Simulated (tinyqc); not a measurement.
Changing the starting thickness h0: spin coating of a resist or spin-on film: centrifugal thinning, evaporation and the final thickness (Emslie and Meyerhofer models). Computed by tinyqc, a small Python program. Command: `OMP_NUM_THREADS=1 python tinyqc.py 3112135 3112136 out.jsonl spincoat sweep`. One thread of a shared host (Intel(R) Xeon(R) Processor @ 2.30GHz), about 0.2 s of CPU time with the checks.

A Newtonian film stays uniform over the wafer; solvent and solids have the same density and the concentration is uniform through the thickness.

Inputs (values chosen for the exercise, of the order of those of a polymer resist in an ester solvent):

| quantity | value | unit |
|---|---|---|
| solids volume fraction c0 | 0.11 | - |
| kinematic viscosity of the solvent nu_s | 1.9 | mm^2/s |
| viscosity constant k | 1600 | mm^2/s |
| viscosity exponent gamma | 2.3 | - |
| spin speed f | 2500 | rpm |
| evaporation rate at 1000 rpm e0 | 0.33 | micrometre/s |
| time t | 4.4 | s |
| wafer radius R | 150 | mm |
| shrinkage in the bake | 10 | % |

Method:
- omega = 2 pi f/60; nu(c) = nu_s + k c^gamma; evaporation rate e = e0 sqrt(f/1000 rpm).
- Flow constant K = 2 omega^2/(3 nu(c0)); Reynolds number of the air omega R^2/nu_air with nu_air = 15 mm^2/s.
- dh/dt = -K h^3 gives h = h0/sqrt(1 + 2 K h0^2 t); for long times h = 1/sqrt(2 K t).
- Full model for solids s and liquid l per area, h = s + l, c = s/h: ds/dt = -c Q, dl/dt = -(1 - c) Q - e, Q = 2 omega^2 h^3/(3 nu(c)); integrated adaptively (relative tolerance 1e-9) until l = 0.
- Dry film = s at l = 0, before the bake; film after the bake = s x (1 - shrinkage).

One run for each value:

| starting thickness h0 (micrometre) | dry film (nm) | h(t) without evaporation (micrometre) | time to dry (s) |
|---|---|---|---|
| 20 | 665.6 | 5.246 | 11.60 |
| 39 | 671.0 | 5.385 | 11.87 |
| 75 | 671.7 | 5.422 | 11.93 |
| 140 | 671.8 | 5.432 | 11.95 |
| 280 | 671.8 | 5.436 | 11.96 |
| 540 | 671.8 | 5.436 | 11.96 |
| 1000 | 671.8 | 5.436 | 11.96 |
| 2000 | 671.8 | 5.437 | 11.96 |

Over the rows, dry film (nm) rises from 665.6 to 671.8; h(t) without evaporation (micrometre) rises from 5.25 to 5.44; time to dry (s) rises from 11.6 to 12.0. The exponent of dry film stays between 0.00 and 0.01, near 0: the excess is flung off.

Caution (all rows): above a Reynolds number of about 3e5 the air flow near the rim turns turbulent, and evaporation is no longer uniform.

Extremes, crossings and ranges named in words are read from the listed rows.
